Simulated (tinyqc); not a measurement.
Inputs raised by 10 %, one at a time: Hall effect and magnetoresistance of several carrier groups with constant relaxation times. Computed by tinyqc, a small Python program. Command: `OMP_NUM_THREADS=1 python tinyqc.py 3025284 3025285 out.jsonl hall2 sens`. One thread of a shared host (Intel(R) Xeon(R) Processor @ 2.30GHz), about 0.01 s of CPU time with the checks.

Group 1 has charge +e and group 2 charge +e; s_i is that sign. B lies along z; mu B is formed with mu in m^2/(V s).

Inputs (values chosen for the exercise, for a model conductor):
```
quantity            value        unit
density n1        3.2e+16      1/cm^3
mobility mu1        13000  cm^2/(V s)
density n2        1.5e+18      1/cm^3
mobility mu2         3800  cm^2/(V s)
magnetic field B       11           T
```

Carriers: light and heavy holes. Densities: per volume.

Constants: e = 1.602176634e-19 C.

Method. sigma_xx = sum n_i e mu_i/(1 + mu_i^2 B^2); sigma_xy = sum s_i n_i e mu_i^2 B/(1 + mu_i^2 B^2). rho_xx = sigma_xx/(sigma_xx^2 + sigma_xy^2); Hall coefficient R_H = sigma_xy/(B (sigma_xx^2 + sigma_xy^2)), with B in V s/cm^2 (1 T = 1e-4 V s/cm^2); magnetoresistance MR = rho_xx(B)/rho_xx(0) - 1. Apparent density 1/(e |R_H|); Hall mobility |R_H|/rho_xx.

Runs:
```
input moved                   from        to  rho_xx (ohm cm)  magnetoresistance MR (%)  Hall mobility (cm^2/(V s))  sigma at B = 0 (S/cm)
base run                         -         -        0.0010561                    3.4853                      3860.0                  979.9
density n1 (1/cm^3)        3.2e+16  3.52e+16        0.0010523                    3.8176                      3865.9                  986.6
mobility mu1 (cm^2/(V s))    13000     14300        0.0010555                    4.1307                      3862.3                  986.6
density n2 (1/cm^3)        1.5e+18  1.65e+18        0.0009632                    3.1806                      3854.5                 1071.2
mobility mu2 (cm^2/(V s))     3800      4180        0.0009607                    2.9123                      4242.6                 1071.2
magnetic field B (T)            11      12.1        0.0010561                    3.4885                      3859.5                  979.9
```

Exponents ln(y'/y) / ln(x'/x):
```
input             rho_xx  magnetoresistance MR  Hall mobility  sigma at B = 0
density n1        -0.037                 0.956          0.016           0.071
mobility mu1      -0.006                 1.783          0.006           0.071
density n2        -0.966                -0.960         -0.015           0.935
mobility mu2      -0.993                -1.884          0.992           0.935
magnetic field B   0.000                 0.010         -0.001           0.000
```

Among the inputs moved here: rho_xx answers most in size to mobility mu2 (exponent -0.993), next to density n2 (-0.966); its exponent is below 0.0005 for magnetic field B. magnetoresistance MR answers most in size to mobility mu2 (exponent -1.884), next to mobility mu1 (+1.783). Its exponent +0.010 in magnetic field B: saturation. Hall mobility answers most in size to mobility mu2 (exponent +0.992), next to density n1 (+0.016). sigma at B = 0 answers most in size to mobility mu2 (exponent +0.935), and about equally to density n2 (+0.935); its exponent is below 0.0005 for magnetic field B.
